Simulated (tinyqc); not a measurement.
## Polarisation and half-bias from two TMR values

Inverse problem. A tunnel junction has TMR = TMR0/(1 + (V/Vh)^2), TMR0 = 2 P1 P2/(1 - P1 P2). Find TMR0, Vh and P2.

Parameters, values chosen for the exercise: spin polarisation of the reference layer P1 = 0.73.

TMR at 0.1 and 0.4 V (%): 151.65913  107.91131

Answer. 1/TMR is linear in V^2, and P1 P2 = TMR0/(2 + TMR0).

TMR0 = 156 %
Vh = 0.600 V
P2 = 0.600

Computed by the program tinyqc: `OMP_NUM_THREADS=1 python tinyqc.py 2450058 2450059 out.jsonl`, one thread of a shared Intel Xeon 2.30GHz, about 0.01 s for the whole run.
